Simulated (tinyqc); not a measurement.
Worked calculation: correction of a charged-defect supercell by a model charge and potential alignment (plane-averaged potentials). Computed by tinyqc, a small Python program that keeps every step. Command: `OMP_NUM_THREADS=1 python tinyqc.py 3112605 3112606 out.jsonl align walk`. One thread of a shared host (Intel(R) Xeon(R) Processor @ 2.30GHz), about 0.01 s of CPU time with the checks. Intermediate numbers are printed to about 6 digits and carried at full precision; extremes and crossings named in words are read from the listed rows.

The "true" defect charge is (1 - x) q in a Gaussian of width sigma plus x q in one of width sigma_t, so the exact answer is known; the correction sees only a single model Gaussian of width sigma_m. A Gaussian of width s has the transform rho(G) = exp(-G^2 s^2/2), normalised to 1. A uniform background cancels q, so G = 0 is left out. Potentials are those felt by a unit positive charge. E_0 is the formation energy of the isolated defect, E_cell its value in the supercell, E_lat = E_iso - E_per of the model charge, C the true less the model potential far from the defect; the exact correction is E_0 - E_cell, and the error of a scheme is E_cell plus its correction less E_0.

Inputs (values chosen for the exercise, with screening close to that of Al2O3):
```
quantity                                     value      unit
defect charge q                                 -2         e
dielectric constant eps                       9.32         -
edge of the cubic cell L                      11.3  angstrom
width sigma of the true defect charge          1.1  angstrom
width sigma_m of the model charge             0.87  angstrom
share x of the charge in a wide tail          0.11         -
width sigma_t of the tail                      1.9  angstrom
formation energy of the isolated defect E_0   5.38        eV
```

Constants: e^2/(4 pi eps_0) = 14.39964548 eV angstrom.

## The supercell energy and its true error

Periodic energy E_per = (2 pi q^2/(eps L^3)) (e^2/(4 pi eps_0)) sum_(G != 0) rho(G)^2/G^2, G = (2 pi/L)(n1, n2, n3), |n_i| <= 16. Isolated energy: two Gaussians of charges q_a, q_b and widths a, b interact by q_a q_b (e^2/(4 pi eps_0 eps)) sqrt(2/pi)/sqrt(a^2 + b^2), and the self-energy is half the sum over pairs. Supercell value E_cell = E_0 + E_per - E_iso for the true charge.

E_iso, true charge = 1.48638 eV

E_per, true charge = 0.750167 eV

E_cell = 4.64379 eV

exact correction = 0.736209 eV

## Lattice energy of the model charge

E_lat = E_iso - E_per for the model charge; point-charge value alpha q^2 e^2/(4 pi eps_0 eps 2 L) with alpha = 2.837297.

E_iso, model = 2.00388 eV

E_per, model = 1.24837 eV

E_lat = 0.755507 eV

point-charge value = 0.775876 eV

## Plane-averaged potentials

Plane-averaged potential at distance z from the defect: V(z) = (4 pi q/(eps L^3)) (e^2/(4 pi eps_0 e)) sum_(m != 0) rho(G_m) cos(G_m z)/G_m^2, G_m = 2 pi m/L, |m| <= 40.

Potentials (V):
```
z/L   z (angstrom)       true      model  difference
0.00         0.000  -0.162069  -0.191000   0.0289303
0.05         0.565  -0.149920  -0.173788   0.0238678
0.10         1.130  -0.117206  -0.129837   0.0126312
0.15         1.695  -0.072710  -0.074902   0.0021924
0.20         2.260  -0.025464  -0.021249  -0.0042145
0.25         2.825   0.018363   0.025652  -0.0072889
0.30         3.390   0.055650   0.064272  -0.0086230
0.35         3.955   0.085134   0.094338  -0.0092041
0.40         4.520   0.106354   0.115815  -0.0094609
0.45         5.085   0.119134   0.128701  -0.0095672
0.50         5.650   0.123401   0.132997  -0.0095959
```

The difference moves by 0.14 mV between z/L = 0.4 and 0.5: a plateau.

## Alignment and corrected energy

C = difference at z = L/2; E_corr = E_cell + E_lat - q C. For charges that have died out at L/2, C = (2 pi q/(eps L^3)) (e^2/(4 pi eps_0 e)) (<s^2> - sigma_m^2), <s^2> = (1 - x) sigma^2 + x sigma_t^2.

alignment C = -0.00959587 V

C, closed form = -0.00964917 V

E_corr = 5.38011 eV

error with alignment (rounded to 1e-4 meV) = 0.106 meV

error without alignment = 19.2977 meV

error with the point-charge term alone = 39.6670 meV

error without correction = -736.209 meV

Errors are measured against E_0. Alignment cuts the error of the model charge from 19 to 0.11 meV.

## Errors against cell size

Schemes: none; point-charge term alpha q^2 e^2/(4 pi eps_0 eps 2 L), alpha = 2.837297; E_lat of the model; E_lat - q C with C at z = L/2.

Error against E_0 (meV):
```
L (angstrom)      none  point charge  model charge  model and alignment
7.91          -992.983       115.411       56.0249              3.38773
9.61          -847.841        64.479       31.3624              0.63328
11.30         -736.209        39.667       19.2977              0.10601
13.60         -621.908        22.754       11.0698              0.00747
17.00         -504.079        11.650        5.6677              0.00009
```

Between the last two rows the uncorrected error scales as L^-0.94 and the point-charge remainder as L^-3.00. With alignment the error is +3.4 meV in the smallest cell and 0.00 meV in the largest.

Checks made by the program: E_lat against the point-charge value less 2 pi q^2 sigma_m^2 e^2/(4 pi eps_0 eps L^3) (relative difference 2e-07).
